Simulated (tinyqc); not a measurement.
What each parameter of the potential does: deformation potentials from a strained empirical pseudopotential.

Diamond lattice, no spin-orbit coupling. Atomic form factor V(q) = a1 (q^2 - a2)/(a3 exp(a4 q^2) - 1) in rydberg with q in 1/bohr, for the unstrained cell. Under a strain e the reciprocal vectors and k go over into (1 + e)^(-1) G, the atoms sit at +/- tau with tau = (1 + e) a (1,1,1)/8 - zeta a (eyz, ezx, exy)/4, and H(G,G') = c |k + G|^2 delta + (V(q)/det(1 + e)) cos(q.tau), q = G - G', with the term q = 0 left out; c = hbar^2/2m0. The basis is fixed before straining: all G with |k + G|^2 up to 16 (2 pi/a)^2. k is given in units of 2 pi/a of the unstrained cell.

Constants: hbar^2/2m0 = 3.80998211 eV angstrom^2; Ry = 13.60569312 eV; a0 (Bohr radius) = 0.5291772105 angstrom.

Values chosen for the exercise (near those of Si; the results hold for these values, not for the real material): a = 5.433 angstrom (lattice constant); a1 = 0.536; a2 = 2.18; a3 = 2.068; a4 = 0.49; kD = 0.82 2 pi/a (position of the Delta minimum).

Gaps from the valence top to level 8 at Gamma and level 5 at (kD,0,0) and L, and their deformation potentials [E(+h) - E(-h)]/(3 ln((1 + h)/(1 - h))) for e = +/- h 1, h = 0.002. The row for the lattice constant keeps V(q) without the volume factor, so it is not a strain.

One parameter was then changed.

Results before and after:
```
case,Gamma (eV),Delta (eV),L (eV),potential Gamma (eV),potential Delta (eV),potential L (eV)
base,4.079,0.997,1.941,-8.65,2.69,-1.87
changed,3.950,1.286,2.039,-8.94,2.39,-2.06
```

Which of these changes was made? (a) a1 = 0.531; (b) a2 = 2.202; (c) a3 = 2.089; (d) a = 5.487 angstrom; (e) a4 = 0.485.

Answer: (d) a = 5.487 angstrom. Of the candidates, run in turn, only this one gives the changed row.

All candidates:
```
case,Gamma (eV),Delta (eV),L (eV),potential Gamma (eV),potential Delta (eV),potential L (eV)
base,4.079,0.997,1.941,-8.65,2.69,-1.87
a = 5.487 angstrom,3.950,1.286,2.039,-8.94,2.39,-2.06
a1 = 0.531,4.037,0.931,1.892,-8.58,2.70,-1.86
a2 = 2.202,3.964,1.072,1.937,-8.72,2.64,-1.91
a3 = 2.089,4.032,0.905,1.878,-8.56,2.69,-1.87
a4 = 0.485,4.173,1.083,2.016,-8.82,2.62,-1.95
```

Program tinyqc; command `OMP_NUM_THREADS=1 python tinyqc.py 1850434 1850435 out.jsonl`; about 0.2 s on one thread of a shared Intel(R) Xeon(R) Processor @ 2.30GHz.
